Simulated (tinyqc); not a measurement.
Ways to converge the cycle: SCF convergence aids in the 6-31g basis, for H3+, spin multiplicity 1. Computed by the program tinyqc with PySCF. 

Geometry (angstrom):
```
atom       x       y       z
H     0.0000  0.0000  0.0000
H     0.0000  0.0000  1.2950
H     0.0000  1.2340  0.6480
```

lowest restricted solution found by these runs and by PySCF = -1.176766 hartree

RHF with one setting changed at a time; a run stops when the energy changes by less than 1e-09 hartree and the error matrix is below 1e-5. The start is the Wolfsberg-Helmholz matrix. Damping d keeps d of the old density; a shift (hartree) raises the virtual levels; DIIS n extrapolates F over n matrices.

Largest element of the error matrix X^T (FDS - SDF) X:
```
iteration    plain  damping 0.3  damping 0.6  shift 0.4   DIIS 3   DIIS 8
1          1.2e-01      1.2e-01      1.2e-01    1.2e-01  1.2e-01  1.2e-01
2          2.0e-02      5.0e-02      8.0e-02    4.1e-02  2.0e-02  2.0e-02
3          3.2e-03      2.1e-02      5.3e-02    1.4e-02  1.6e-04  1.6e-04
4          5.1e-04      8.5e-03      3.5e-02    5.0e-03  2.2e-05  2.2e-05
5          8.5e-05      3.5e-03      2.4e-02    1.8e-03  1.2e-06  7.4e-07
6          1.4e-05      1.5e-03      1.6e-02    6.4e-04        -        -
8                -      2.5e-04      6.9e-03    9.3e-05        -        -
10               -      4.2e-05      3.1e-03    2.1e-05        -        -
14               -      1.3e-06      6.0e-04          -        -        -
20               -            -      5.1e-05          -        -        -
30               -            -      8.6e-07          -        -        -
```

How each run ends:
```
run          iterations  E (hartree)         state
plain                 7     -1.17677  lowest found
damping 0.3          17     -1.17677  lowest found
damping 0.6          35     -1.17677  lowest found
shift 0.4            12     -1.17677  lowest found
DIIS 3                5     -1.17677  lowest found
DIIS 8                5     -1.17677  lowest found
```

6 of 6 runs reach the lowest restricted solution found, in 5 to 35 iterations (fastest: DIIS 3, DIIS 8). Plain steps already contract here, so damping only slows them. DIIS 3 and DIIS 8 gain by cancelling the error over several earlier matrices, much as a quasi-Newton step does.
